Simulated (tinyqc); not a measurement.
# Germanium share from the critical thickness

Question. Critical thickness (Matthews-Blakeslee, 60-degree dislocations): h = bv (1 - nu/4)[ln(h/bv) + 1]/(4 pi e_par (1 + nu)), nu = c12/(c11 + c12). e_par = b1 x. Find e_par and x.

Inputs (values chosen for the exercise): lattice mismatch per unit x b1 = 0.0418; elastic constant c11 = 170 GPa; elastic constant c12 = 64.9 GPa; Burgers vector bv = 0.384 nm.

critical thickness = 5.0065213 nm

Answer. For given h the relation is explicit in the strain.

e_par = 1.59 %
x = 0.380

Numbers from tinyqc (`OMP_NUM_THREADS=1 python tinyqc.py 2530106 2530107 out.jsonl`; about 0.01 s on one thread of a shared Intel Xeon 2.30GHz).
